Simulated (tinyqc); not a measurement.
## Quantum limit of the contact resistance of a two-dimensional channel: total resistance against length

Parabolic band with gv valleys, C = hbar^2/(2 m0), eta = (EF - Ec)/(kB T). Landauer picture: each mode conducts 2 q^2/h, and the contacts and the channel add incoherently in series, 1/Tt - 1 = 2 (1/tc - 1) + L/lam for the total transmission Tt.

n = N ln(1 + exp(eta)), N = gv m kB T/(2 pi C); modes per width M = gv sqrt(m kB T/C) Fm(eta)/(2 sqrt(pi)), Fm(x) = (1/sqrt(pi)) int_0^infinity u^(-1/2)/(1 + exp(u - x)) du; at zero temperature M0 = gv kF/pi, kF = sqrt(2 pi n/gv). kB T in eV. RQ = (h/2q^2)/M for the whole device, R = RQ/Tt; the part of one contact is Rc = RQ (1/tc - 1/2) and the channel adds RQ L/lam.

Values chosen for this exercise:
```
symbol,value,unit,meaning
T,300,K,temperature
m,0.5,m0,mass
gv,2,,valleys
n,1.5e12,cm^-2,carrier density
tc,1,,transmission of each contact
lam,5.2,nm,back-scattering length of the channel
```

Constants: q = 1.602176634e-19 C, kB = 1.380649e-23 J/K, hbar = 1.054571817e-34 J s, h = 6.62607015e-34 J s, m0 = 9.1093837015e-31 kg, Vt = kB T/q, hbar^2/(2 m0) = 0.0380998212 eV nm^2. Results are converted to the units shown.

Total resistance against length:

| L (nm) | R (ohm um) | share of the contacts (%) |
|---|---|---|
| 0.44 | 315.5 | 92.20 |
| 0.99 | 346.3 | 84.01 |
| 2.2 | 414.0 | 70.27 |
| 4.9 | 565.1 | 51.49 |
| 11 | 906.3 | 32.10 |
| 25 | 1690 | 17.22 |
| 55 | 3368 | 8.638 |
| 120 | 7004 | 4.153 |

R is a straight line in L with intercept 2 Rc = 291 ohm um; the share of the contacts falls from 92.2 to 4.15 % and is one half at L = lam (2/tc - 1) = 5.20 nm.

Program tinyqc, `OMP_NUM_THREADS=1 python tinyqc.py 2760014 2760015 out.jsonl`; Intel Xeon 2.30GHz, shared host, one thread, about 0.01 s.
